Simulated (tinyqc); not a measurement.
# Worked calculation: internal photoemission over an interface barrier

Program tinyqc, `OMP_NUM_THREADS=1 python tinyqc.py 2410019 2410020 out.jsonl`; Intel Xeon 2.30GHz, shared host, one thread, about 0.01 s. Printed values are rounded.

Electrons are excited from a metal over the barrier Phi(F) = P0 - sqrt(q F/(4 pi eps0 ei)), whose top lies at xm = sqrt(q/(16 pi eps0 ei F)). The yield is Y = A (hv - Phi)^p exp(-xm/l), with A = 1 here.

Values chosen for this exercise; dielectric values close to those of zirconium oxide:
- P0 = 1.47 eV (barrier at zero field)
- ei = 4.71 (image-force permittivity)
- l = 2.3 nm (scattering length in the image well)
- F = 3.8 MV/cm (field in the dielectric)

Constants: q = 1.602176634e-19 C, h = 6.62607015e-34 J s, c = 299792458 m/s, eps0 = 8.8541878128e-14 F/cm where lengths are in cm. Results are converted to the units shown.

## Barrier in the field

Lowering P0 - Phi, barrier, position of its top, scattering factor and threshold wavelength.

lowering = 340.845 meV
Phi = 1.12915 eV
xm = 0.448481 nm
exp(-xm/l) = 0.822842
threshold wavelength h c/(q Phi) = 1098.03 nm

## Threshold from a spectrum

```
point,hv (eV),Y
0,1.28,0.01873
1,1.41,0.06548
2,1.54,0.1391
3,1.67,0.2436
4,1.8,0.3635
5,1.93,0.5368
```

The yields were made at this field with a scatter of 1 %. Fit Y^(1/n) on hv by least squares for n = 2 and n = 3; the zero of the line is the threshold.

```
point,Y^(1/2),Y^(1/3)
0,0.136858,0.265570
1,0.255891,0.403060
2,0.372961,0.518134
3,0.493559,0.624538
4,0.602910,0.713677
5,0.732666,0.812714
```

threshold for n = 2 = 1.12978 eV
threshold for n = 3 = 0.934331 eV

The right exponent, 2, gives 1.130 eV against Phi = 1.129 eV; the wrong one is off by -195 meV.
